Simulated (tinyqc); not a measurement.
Band filling: full bands against the rectangular model: Slater-Koster d bands of a bcc metal.

Slater-Koster d bands. For a bond with direction cosines (l, m, n) the 5 x 5 block is dds Ps + ddp Pp + ddd (1 - Ps - Pp), the projectors on sigma, pi and delta states about the bond; for instance <xy|xy> = 3 l^2 m^2 dds + (l^2 + m^2 - 4 l^2 m^2) ddp + (n^2 + l^2 m^2) ddd, <xy|yz> = 3 l m^2 n dds + l n (1 - 4 m^2) ddp + l n (m^2 - 1) ddd and <3z2-r2|3z2-r2> = (n^2 - (l^2 + m^2)/2)^2 dds + 3 n^2 (l^2 + m^2) ddp + (3/4)(l^2 + m^2)^2 ddd. H(k) sums the blocks times cos(k.R) over the neighbours; the d level is the zero of energy; k in 2 pi/a.

Neighbours: eight at (a/2)(1,1,1) and equivalents, and six at a(1,0,0) and equivalents with the integrals times f2.

Mesh: k = f1 b1 + f2 b2 + f3 b3 with fractions (j + 1/2)/N, j = 0 to N - 1, and b = (-1,1,1), (1,-1,1), (1,1,-1) for fcc, (0,1,1), (1,0,1), (1,1,0) for bcc, unit vectors for simple cubic. The lowest Nd/10 of all levels are filled with two electrons each; the bond energy is their sum per atom.

Parameters, chosen for this exercise (of the size met in Fe; the results hold for these values, not for the real material):

| symbol | value | unit | meaning |
|---|---|---|---|
| dds | -0.762 | eV | dd sigma |
| ddp | 0.488 | eV | dd pi |
| ddd | -0.137 | eV | dd delta |
| f2 | 0.487 |  | factor on all three integrals for second neighbours |
| N | 10 |  | mesh |

W = sqrt(12 mu2) with mu2 the mean square level on the mesh; rectangular model: Fermi level W (Nd/10 - 1/2), bond energy -W Nd (10 - Nd)/20. The Fermi level of the mesh is the highest filled level.

Per atom (eV):

| Nd | EF, bands | bond energy, bands | EF, rectangle | bond energy, rectangle |
|---|---|---|---|---|
| 1 | -1.910 | -2.231 | -1.990 | -2.239 |
| 2 | -1.649 | -3.985 | -1.493 | -3.980 |
| 3 | -1.242 | -5.446 | -0.995 | -5.224 |
| 4 | -0.610 | -6.406 | -0.498 | -5.970 |
| 5 | 0.463 | -6.346 | 0.000 | -6.219 |
| 6 | 0.853 | -5.663 | 0.498 | -5.970 |
| 7 | 1.037 | -4.703 | 0.995 | -5.224 |
| 8 | 1.297 | -3.540 | 1.493 | -3.980 |
| 9 | 1.720 | -2.073 | 1.990 | -2.239 |

W = 4.975 eV
full width on the mesh = 5.829 eV

The bond energy is deepest at Nd = 4 (-6.406 eV); the rectangle has its minimum at 5. The two differ most at Nd = 7, by 0.521 eV or 8 % of the deepest value: the second moment fixes the parabola, and higher moments the rest. At Nd = 3 and 7 the bands give -5.446 and -4.703 eV, a skew towards less than half filling.

Program tinyqc; command `OMP_NUM_THREADS=1 python tinyqc.py 1482204 1482205 out.jsonl`; about 0.03 s on one thread of a shared Intel(R) Xeon(R) Processor @ 2.30GHz.
